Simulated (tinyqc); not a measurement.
Binding against carrier density: donor level screened by free carriers (Yukawa potential).

Screening wave number: Debye ks^2 = 4 pi q n/(eps kB T); Thomas-Fermi ks^2 = 6 pi q n/(eps EF) with EF = c (3 pi^2 n/gv)^(2/3)/m, c = hbar^2/2m0; the two are joined by 1/ks^2 = sqrt(1/ks_D^4 + 1/ks_TF^4). 1e18/cm^3 = 1e-6/angstrom^3, q = e^2/(4 pi eps0).

Potential -(q/(eps r)) exp(-ks r), q = e^2/(4 pi eps0). In units Ry* = Ry m/eps^2 and a* = a0 eps/m the problem is [-Laplacian - 2 exp(-x r)/r] psi = E psi with x = ks a*.

Converged values use 18 functions exp(-z r), z = 1.55^i, i = -11 to 6: S = 2/A^3, H = z_i z_j S - 2/(A + x)^2, A = z_i + z_j.

Constants: e^2/(4 pi eps0) = 14.39964547 eV angstrom; kB = 8.617333262e-05 eV/K; hbar^2/2m0 = 3.80998211 eV angstrom^2.

Inputs chosen for the exercise (near those of a donor in Si, with one mean mass; not measured data):
```
symbol  value                                  unit         meaning
m       0.315                                  m0           mass
eps     12                                                  dielectric constant
gv      6                                                   valleys
T       400                                    K            temperature
nl      (0.039, 0.13, 0.39, 1.3, 3.9, 13, 39)  x 1e18/cm^3  densities
```

Ry* = 29.7625 meV
a* = 20.159 angstrom

x from the joined ks; converged 1s binding (dash: x above 1.17, at or past the limit 1.19 where the state unbinds).

Results:
```
n (1e18/cm^3)  EF/kB T  1/ks (angstrom)      x  binding (meV)  n^(1/3) a*
0.039             0.01            242.1  0.083          25.10       0.068
0.13              0.03            132.6  0.152          21.66       0.102
0.39              0.05             76.6  0.263          16.78       0.147
1.3               0.12             42.0  0.480           9.38       0.220
3.9               0.25             24.4  0.827           2.30       0.317
13                0.56             13.7  1.471              -       0.474
39                1.17              8.6  2.338              -       0.684
```

The binding falls from 25.1 to 2.3 meV (bare value 29.8); it passes half the bare value between 0.39 and 1.3 x 1e18/cm^3. The level is unbound, or bound by less than 0.001 Ry*, from 13 x 1e18/cm^3 on; as the density rises, it is lost by the time n^(1/3) a* reaches 0.47. x grows with exponent 0.50 in n at the start and 0.42 at the end (1/2 for Debye, 1/6 for Thomas-Fermi screening). The level survives to n^(1/3) a* = 0.32, past the 0.26 of the Mott rule, which corresponds to x = 1 for one valley with degenerate screening; here the level lasts until x = 1.19, the screening is at most the degenerate value, and overlap of donors is left out.

Run: tinyqc, `OMP_NUM_THREADS=1 python tinyqc.py 1282429 1282430 out.jsonl`; Intel(R) Xeon(R) Processor @ 2.30GHz, one thread, shared host; about 0.02 s of CPU time with all checks.
